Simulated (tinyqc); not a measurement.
# Segment and feed resistance from two drops

Inverse problem. A rail is fed at one end through Rq; K loads of Ij follow, each after a segment Rs. The drop at load j is K Ij Rq + Rs Ij sum_(l=1..j) (K - l + 1). Find Rs, Rq and the worst drop, at the middle, if the rail were fed through Rq at both ends: K Ij Rq/2 + Rs Ij K^2/8 with the load taken as continuous.

Parameters, values chosen for the exercise:
- K = 29 (number of equal loads)
- Ij = 0.48 mA (current of each load)

drops at the first and at the last load (mV): 12.096480  169.94928

Solution. The difference of the two drops is Rs Ij K (K - 1)/2, which gives Rs; the first drop then gives Rq.

Rs = 0.8100 ohm
Rq = 0.05900 ohm
drop at the middle with two feeds = 41.28 mV

Computed by the program tinyqc: `OMP_NUM_THREADS=1 python tinyqc.py 2770113 2770114 out.jsonl`, one thread of a shared Intel Xeon 2.30GHz, about 0.1 s for the whole run.
